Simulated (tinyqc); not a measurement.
Van der Pauw, Hall and four-point-probe measurements on a doped layer: one step of the calculation.

A uniform p-type layer with sheet resistance Rs = 1/(q ns mu), point contacts, low field (mu B small).

Problem. Sheet density, mobility and bulk values. Rs = 1/z; Hall sheet density B I/(q |VH|); Hall mobility |VH|/(Rs B I); true values ns = rH times the Hall density, mu = Hall mobility/rH; bulk density ns/t, resistivity Rs t; correction factor F = Rs/[(pi/ln 2)(RA + RB)/2].

Inputs (values chosen for the exercise):
```
symbol  value  unit                 meaning
rH          1                   Hall factor
B         0.5     T          magnetic field
I          50    uA                 current
t         450    nm  thickness of the layer
```

Constants: q = 1.602176634e-19 C. Results are converted to the units shown.

converged z = 0.017880291 mS
VH = 25.167375 mV
RA = 7691.0237 ohm
RB = 18648.240 ohm

Find: Rs; Hall sheet density; Hall mobility; ns; mu; bulk density; resistivity; F.

Solution.

Rs = 55928 ohm/square
Hall sheet density = 6.2000e11 cm^-2
Hall mobility = 180.00 cm^2/(V s)
ns = 6.2000e11 cm^-2
mu = 180.00 cm^2/(V s)
bulk density = 1.3778e16 cm^-3
resistivity = 2.5167 ohm cm
F = 0.93697

Computed by the program tinyqc: `OMP_NUM_THREADS=1 python tinyqc.py 2850193 2850194 out.jsonl`, one thread of a shared Intel Xeon 2.30GHz, about 0.01 s for the whole run.
